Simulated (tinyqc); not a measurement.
Density of states of one tight-binding band of a chain: one step. Energies on the mesh. Three cases, with inputs chosen for the exercise.

Question. Evaluate the band at all 10 points and collect equal values.

E(k) = -2 t cos(2 pi k) - 2 t2 cos(4 pi k); k in fractions of the reciprocal vectors, mesh k_i = j/N with j = 0 .. N-1. Densities are per cell and per spin, so the band holds one state.

Case 1.

Values chosen: t = 1.36 eV (nearest hopping); t2 = 0.26 eV (second hopping); N = 10 (mesh points along each axis).

Case 2.

Values chosen: t = 0.55 eV (nearest hopping); t2 = 0.01 eV (second hopping); N = 10 (mesh points along each axis).

Case 3.

Values chosen: t = 1.28 eV (nearest hopping); t2 = -0.12 eV (second hopping); N = 10 (mesh points along each axis).

Give: Distinct energies.

Answer.

Case 1.

Distinct energies:

| E_k (eV) | points |
|---|---|
| -3.2400 | 1 |
| -2.3612 | 2 |
| -0.4198 | 2 |
| 1.2612 | 2 |
| 2.0398 | 2 |
| 2.2000 | 1 |

The 10 points give 6 distinct energies between -3.2400 and 2.2000 eV; a dense mesh gives a band from -3.240 to 2.200 eV.

Case 2.

Distinct energies:

| E_k (eV) | points |
|---|---|
| -1.1200 | 1 |
| -0.8961 | 2 |
| -0.3237 | 2 |
| 0.3561 | 2 |
| 0.8837 | 2 |
| 1.0800 | 1 |

The 10 points give 6 distinct energies between -1.1200 and 1.0800 eV; a dense mesh gives a band from -1.120 to 1.080 eV.

Case 3.

Distinct energies:

| E_k (eV) | points |
|---|---|
| -2.3200 | 1 |
| -1.9969 | 2 |
| -0.9852 | 2 |
| 0.5969 | 2 |
| 2.1452 | 2 |
| 2.8000 | 1 |

The 10 points give 6 distinct energies between -2.3200 and 2.8000 eV; a dense mesh gives a band from -2.320 to 2.800 eV.

Computed by tinyqc, one run a case: `OMP_NUM_THREADS=1 python tinyqc.py N N+1 out.jsonl` with N = 1652415, 1680201, 1681181; one thread of a shared Intel(R) Xeon(R) Processor @ 2.30GHz, about 0.01 s a run at most.
